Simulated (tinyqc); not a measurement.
Worked calculation: linear model of a band gap against the share of exact exchange. Values are carried at full precision from step to step, so a last printed digit may differ when a step is redone from the rounded ones.

E(alpha) = E0 + S alpha. A wider gap screens less, modelled in the Penn form eps(alpha) = 1 + (e0 - 1)(EP/(EP + S alpha))^2 with a scale EP chosen for the exercise. A dielectric-dependent hybrid takes alpha = 1/eps.

Inputs chosen for the exercise (of the order of those of Si; the results hold for these values, not for the real material):
- E0 = 0.62 eV (gap of the semi-local functional)
- S = 4.82 eV (slope dE/d(alpha))
- e0 = 12.52 (optical dielectric constant at alpha = 0)
- EP = 9.2 eV (energy scale of the screening)
- Et = 1.16 eV (target gap)
- a_start = 0.25 (starting alpha)
- fv = 0.76 (share of the opening taken by the valence edge)
- Ed = 0.46 eV (defect level above the semi-local valence top)
- cd = 0 (shift of the level per unit opening, on the scale of the mean potential)

## Fixed shares

Gap, error against the target and eps for alpha = 0, 0.25 and 1/e0; and the alpha that meets the target, (Et - E0)/S.

Results:
```
alpha   E (eV)  E - Et (eV)     eps
0.0000   0.620       -0.540  12.520
0.2500   1.825        0.665  10.006
0.0799   1.005       -0.155  11.613
```

alpha for the target = 0.1120

A quarter of exact exchange overshoots the target by 0.67 eV: the material needs 0.112, and 1/e0 = 0.080 lies closer to it than 0.25 does.

## Self-consistent share

Iterate alpha -> 1/eps(alpha) seven times from a_start. The fixed point solves alpha eps(alpha) = 1; the contraction factor there is 2 (eps - 1) S/((EP + S alpha) eps^2).

Iterates:
```
step    alpha      eps  E (eV)
0     0.25000  10.0062  1.8250
1     0.09994  11.4022  1.1017
2     0.08770  11.5301  1.0427
3     0.08673  11.5404  1.0380
4     0.08665  11.5412  1.0377
5     0.08665  11.5412  1.0376
6     0.08665  11.5412  1.0376
7     0.08665  11.5412  1.0376
```

fixed point = 0.08665
contraction factor = 0.0793

The factor is positive, so the iterates approach from one side, the error shrinking to 0.08 of itself each step; the gap is within 0.01 eV of its limit from step 2. Self-consistency moves the gap by +0.033 eV against the one-shot choice 1/e0, since a wider gap screens less.

## Band edges and a deep level

The opening c = S alpha lowers the valence top by fv c and raises the conduction edge by (1 - fv) c, both against the mean potential; the level moves by cd c. Use the fixed point. Compare with stretching the level in proportion to the gap and with pinning it to either edge.

opening c = 0.418 eV

shifts of the valence and conduction edges (eV): [-0.317, 0.100]

level above the valence top = 0.777 eV
level below the conduction edge = 0.260 eV

level above the valence top: stretched, tied to the valence edge, tied to the conduction edge (eV): [0.770, 0.460, 0.878]

The three recipes err by -0.01, -0.32 and +0.10 eV against alignment through the mean potential. A localised level with cd = 0 stays put while the edges move away from it.

## Checks

- Fixed point by bisection against 60 substitutions: both 0.08665.

Run: tinyqc, `OMP_NUM_THREADS=1 python tinyqc.py 1850382 1850383 out.jsonl`; Intel(R) Xeon(R) Processor @ 2.30GHz, one thread, shared host; about 0.01 s of CPU time with all checks.
